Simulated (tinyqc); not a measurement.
Changing the specularity p: size effects in the resistivity of thin metal films and interconnect lines. Computed by tinyqc, a small Python program. Command: `OMP_NUM_THREADS=1 python tinyqc.py 3014759 3014760 out.jsonl size sweep`. One thread of a shared host (Intel(R) Xeon(R) Processor @ 2.30GHz), about 0.01 s of CPU time with the checks.

Electrons lose their drift at surfaces (a share 1 - p of the hits) and at grain boundaries (reflection R), besides bulk scattering.

Inputs (values chosen for the exercise, modelled on gold):

| quantity | value | unit |
|---|---|---|
| bulk resistivity rho_b | 2.16 | microohm cm |
| bulk mean free path lambda | 39.7 | nm |
| grain-boundary reflection R | 0.25 | - |
| film thickness h | 87 | nm |
| grain size over thickness | 0.61 | - |

Geometry: film.

Method:
- D = (ratio) h.
- Mayadas-Shatzkes: alpha = (lambda/D) R/(1 - R); rho_b/rho = 1 - 3 alpha/2 + 3 alpha^2 - 3 alpha^3 ln(1 + 1/alpha).
- Fuchs-Sondheimer film: rho_b/rho = 1 - (3/(2 kappa))(1 - p) int_0^1 (s - s^3)(1 - exp(-kappa/s))/(1 - p exp(-kappa/s)) ds, f = rho/rho_b, kappa = thickness/lambda, 80 Gauss-Legendre points.
- Both together (Mayadas-Shatzkes film): rho_b/rho = (rho_b/rho of the grains alone) - (6/(pi kappa))(1 - p) int_0^(pi/2) dphi int_0^1 ds (cos^2 phi/H^2)(s - s^3)(1 - exp(-kappa H/s))/(1 - p exp(-kappa H/s)), H = 1 + alpha/(cos phi sqrt(1 - s^2)), 40 x 80 Gauss-Legendre points.
- Sheet resistance rho/h; additive estimate rho_b (f_surface + f_grain - 1).

One run for each value:

| specularity p | resistivity rho (microohm cm) | rho/rho_b from surfaces |
|---|---|---|
| 0.00 | 3.3262 | 1.1998 |
| 0.15 | 3.2601 | 1.1656 |
| 0.30 | 3.1965 | 1.1331 |
| 0.45 | 3.1353 | 1.1022 |
| 0.60 | 3.0762 | 1.0726 |
| 0.75 | 3.0192 | 1.0444 |
| 0.90 | 2.9643 | 1.0174 |
| 0.99 | 2.9322 | 1.0017 |

Describe and explain the trends.

Over the rows, resistivity rho (microohm cm) falls from 3.33 to 2.93; rho/rho_b from surfaces falls from 1.20 to 1.00. Even nearly specular surfaces leave rho at 1.36 times the bulk value, the grain-boundary part.
